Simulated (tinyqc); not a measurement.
Comparisons within one model: buckled dimers of a reconstructed (001) surface, two dangling bonds a dimer. A value that a table varies takes the place of the one given here.

In a dimer one atom moves up by z and the other down by z; the dangling bond of the up atom (more s-like) falls by gm z and that of the down atom rises by gm z. With all dimers tilted alike: H(k) = [[-gm z - 2 ta cos k, -tp - 2 tx cos k], [., gm z - 2 ta cos k]], k along the row in 1/a. Two electrons a dimer fill the lowest N of the 2N levels on the mesh k_j = (j + 1/2) pi/N. Total energy a dimer: W(z) = (2/N) sum of the filled levels + kf z^2. Repulsion between electrons is left out.

Parameters, chosen for this exercise (of the size met on Ge(001); not measured data): tp = 0.11 eV (pi coupling inside a dimer); ta = 0.11 eV (coupling between like atoms along the row); tx = 0.05 eV (diagonal coupling along the row); gm = 2.29 eV/angstrom (shift of a dangling bond with height); kf = 12.2 eV/angstrom^2 (force constant of buckling); N = 16 (k points).

## Energy against buckling

W relative to z = 0; gap as lowest upper less highest lower level on 201 points from 0 to pi.

Per dimer (eV):
```
z (angstrom)  band energy  elastic        W      gap
0.00               0.0000   0.0000   0.0000  -0.2200
0.05              -0.0444   0.0305  -0.0139  -0.0859
0.10              -0.2083   0.1220  -0.0863   0.0999
0.15              -0.4181   0.2745  -0.1436   0.3063
0.20              -0.6362   0.4880  -0.1482   0.5220
0.30              -1.0827   1.0980   0.0153   0.9655
0.40              -1.5347   1.9520   0.4173   1.4158
0.50              -1.9891   3.0500   1.0609   1.8691
0.60              -2.4446   4.3920   1.9474   2.3240
```

W is lowest at z = 0.2 among these rows (-0.1482 eV). The band energy falls as z^2 at first and linearly, as -2 gm z, once gm z is far above tp, so the elastic term always wins at large z. The gap opens near z = 0.073 angstrom.

## Strong pi bonds keep dimers flat

tp is varied; z minimises W on 0 to 1 angstrom; gap on 201 points; charge moved: the mean of gm z/sqrt((gm z)^2 + h^2) over the mesh, h the off-diagonal element.

Against tp:
```
tp (eV)  z (angstrom)  gain (eV)  gap (eV)  charge moved (e)
0.10           0.1804     0.1549    0.4320             0.961
0.20           0.1651     0.1247    0.4337             0.880
0.30           0.1359     0.0453    0.4366             0.724
0.45           0.0000     0.0000    0.4600             0.000
0.60           0.0000     0.0000    0.7600             0.000
0.80           0.0000     0.0000    1.1600             0.000
1.00           0.0000     0.0000    1.5600             0.000
1.30           0.0000     0.0000    2.1600             0.000
1.60           0.0000     0.0000    2.7600             0.000
```

Dimers buckle for tp up to 0.3 eV among these rows; for an isolated dimer the limit is gm^2/kf = 0.430 eV. While buckled, the splitting, on average over k, stays near 2 gm^2/kf = 0.860 eV whatever tp is, and beyond the limit it follows 2 tp; the gap is smaller by the width of the bands, about 4 ta = 0.44 eV.

## Tilting alike or in alternation

Alternation doubles the cell: sites L1, R1, L2, R2 with levels -gm z, +gm z, +gm z, -gm z, -tp inside a dimer, -2 ta cos k between L1-L2 and R1-R2, -2 tx cos k between L1-R2 and R1-L2, on k_j = (j + 1/2) pi/(2N); the lowest half of the levels is filled. Energies a dimer; gaps on these meshes.

Two patterns:
```
z (angstrom)  W alike (eV)  W alternating (eV)  difference (meV)  gap alike (eV)  gap alternating (eV)
0.05               -0.3297             -0.3818             -52.1         -0.0841                0.2041
0.10               -0.4020             -0.4610             -59.0          0.1017                0.4081
0.15               -0.4593             -0.5054             -46.1          0.3081                0.6168
0.20               -0.4640             -0.5012             -37.2          0.5239                0.8291
0.30               -0.3005             -0.3269             -26.4          0.9674                1.2580
0.40                0.1015              0.0812             -20.3          1.4178                1.6963
0.50                0.7452              0.7287             -16.4          1.8712                2.1420
```

The lowest W listed is -0.4640 eV for like tilts and -0.5054 eV for alternation; the difference at equal z runs from -59.0 to -16.4 meV. With alternation ta joins filled up atoms to empty down atoms and gains energy in second order, about 2 ta^2/(gm z) a dimer at large z, while tx does so for like tilts; here ta = 0.11 and tx = 0.05 eV. At z = 0.3 the gap is 0.967 eV alike and 1.258 eV alternating.

## What each parameter does

z minimises W on 0 to 1 angstrom; gain over flat dimers; gap on 201 points from 0 to pi. Each row changes one parameter from the base and keeps the others.

Results:
```
case                      z (angstrom)  gain (eV)  gap (eV)
base                            0.1793     0.1531    0.4321
tp = 0.093 eV                   0.1810     0.1553    0.4319
ta = 0.14 eV                    0.1793     0.0839    0.3121
tx = 0.08 eV                    0.1760     0.1699    0.4514
gm = 2.473 eV/angstrom          0.1960     0.2191    0.5730
kf = 10.98 eV/angstrom^2        0.2010     0.1971    0.5262
```

The largest shifts from the base row, up to three for each result and ties (the steps differ in size, so this ranks the rows, not the parameters). z (angstrom): kf +0.0216, gm +0.0167, tx -0.0033; unchanged at the printed digits by ta. gain (eV): ta -0.0691, gm +0.0661, kf +0.0440. gap (eV): gm +0.1410, ta -0.1200, kf +0.0942.

Computed by tinyqc, a small Python program: `OMP_NUM_THREADS=1 python tinyqc.py 1450993 1450994 out.jsonl` (the numbers bound the seed that draws the inputs); one thread of a shared host (Intel(R) Xeon(R) Processor @ 2.30GHz), about 0.02 s for the whole set of steps.
